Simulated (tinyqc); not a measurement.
A log to judge: elastic strain and critical thickness of a cubic alloy layer A(1-x)B(x) on a thick substrate. Computed by tinyqc. Command: `OMP_NUM_THREADS=1 python tinyqc.py 3030915 3030916 out.jsonl misfit walk`. One thread of a shared host (Intel(R) Xeon(R) Processor @ 2.30GHz), about 0.01 s of CPU time with the checks.

Strain is positive in tension. The layer is coherent with the substrate unless said otherwise.

Inputs (values chosen for the exercise, modelled on GaAs(1-x)P(x) on GaAs):
```
quantity                        value      unit
fraction x of B                  0.72         -
lattice constant a_A            5.653  angstrom
lattice constant a_B            5.451  angstrom
substrate lattice constant a_S  5.653  angstrom
start of the iteration h0/b       0.2         -
```

Growth plane: (001). Layer: buried under a thick cap. Misfit dislocation: edge.

C11, C12, C44 of A (GPa): 119.3  52.79  59.81

C11, C12, C44 of B (GPa): 142.2  63.19  70.95

Method:
- a = (1 - x) a_A + x a_B, the same rule for each C_ij; misfit f = (a_S - a)/a, the in-plane strain of the coherent layer.
- Voigt averages: G = (C11 - C12 + 3 C44)/5, B = (C11 + 2 C12)/3, nu = (3 B - 2 G)/(2 (3 B + G)); b = a/sqrt(2). Edge dislocation with b in the interface: cos alpha = 0, cos lambda = 1.
- Matthews-Blakeslee: h_c = A [ln(h_c/b) + 1], A = b (1 - nu cos^2 alpha)/(4 pi |f| (1 + nu) cos lambda), the factor 4 pi being that of a buried layer, with a dislocation at both interfaces.
- Start at h0, put the right side back in, and stop when the change is below 1e-9 h or h turns negative.

Iteration:
```
step  h in (nm)  h out (nm)  change (nm)
1     0.0778887   -0.580605    -0.658493
```

Can the last value be used, and what does the course show?

No. The start lies below the lower, unphysical root of the equation, so h falls and turns negative, where the logarithm fails. Reruns converge with start of the iteration h0/b = 20.0; or with start of the iteration h0/b = 1.0.
